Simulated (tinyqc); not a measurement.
# Changing the background C_B

Model: sheet resistance of a shallow doped layer with concentration-dependent mobility and limited activation. Computed by tinyqc, a small Python program. Command: `OMP_NUM_THREADS=1 python tinyqc.py 3020587 3020588 out.jsonl irvin sweep`. One thread of a shared host (Intel(R) Xeon(R) Processor @ 2.30GHz), about 0.03 s of CPU time with the checks.

A layer of one dopant lies in a background of the opposite type. Current flows parallel to the surface down to the junction; depletion is ignored.

Inputs (values chosen for the exercise, modelled on arsenic in silicon):
```
quantity                          value        unit
surface concentration C_s       2.7e+20      1/cm^3
length l                             35          nm
mobility floor mu_min              54.6  cm^2/(V s)
mobility mu_max                    1380  cm^2/(V s)
reference density N_r          8.97e+16      1/cm^3
exponent alpha                    0.665           -
prefactor of the active limit   2.4e+22      1/cm^3
energy of the active limit         0.47          eV
anneal temperature T                950           C
```

Profile: Gaussian.

Constants: k_B = 8.617333262e-05 eV/K; e = 1.602176634e-19 C.

Method:
- C(x) = C_s exp(-x^2/(2 l^2)).
- Temperatures in kelvin are T(C) + 273.15.
- Active limit C_a = prefactor x exp(-energy/(k_B T)); the junction lies where C = C_B, and the profile exceeds C_a down to x_a (zero if C_s is below C_a). Slope at the junction in nm per decade = ln(10) C/|dC/dx|.
- Active density N = min(C, C_a); carriers n = N - C_B; mobility mu = mu_min + (mu_max - mu_min)/(1 + ((N + C_B)/N_r)^alpha).
- Integrals from 0 to x_j, where C = C_B (Gauss-Legendre, 60 points on each smooth piece; 1 nm = 1e-7 cm): dose int C dx, carriers int n dx, mean mobility int n mu dx/int n dx, R_s = 1/(e int n mu dx).

One run for each value; columns: (1) background C_B (1/cm^3); (2) junction depth x_j (nm); (3) sheet resistance R_s (ohm/square); (4) mean mobility (cm^2/(V s)); (5) abruptness at the junction (nm/decade):
```
(1)          (2)     (3)     (4)     (5)
1.00e+14  190.48  80.729  65.279  14.808
4.00e+14  181.34  80.731  65.277  15.554
2.00e+15  170.12  80.743  65.269  16.580
7.00e+15  160.85  80.772  65.250  17.536
3.00e+16  149.36  80.869  65.191  18.886
1.00e+17  139.13  81.076  65.080  20.273
6.00e+17  122.34  81.988  64.708  23.056
2.00e+18  109.63  83.746  64.227  25.730
1.00e+19   89.86  91.352  63.123  31.390
```

Over the rows, junction depth x_j (nm) falls from 190 to 89.9 (exponent d ln y / d ln x -0.035 between the first rows and -0.12 between the last); sheet resistance R_s (ohm/square) rises from 80.7 to 91.4; mean mobility (cm^2/(V s)) falls from 65.3 to 63.1. A heavier background makes the junction shallower, removes carriers and adds scattering centres.

Caution (all rows): above about 2e20 per cm^3 measured mobilities fall further than this form.
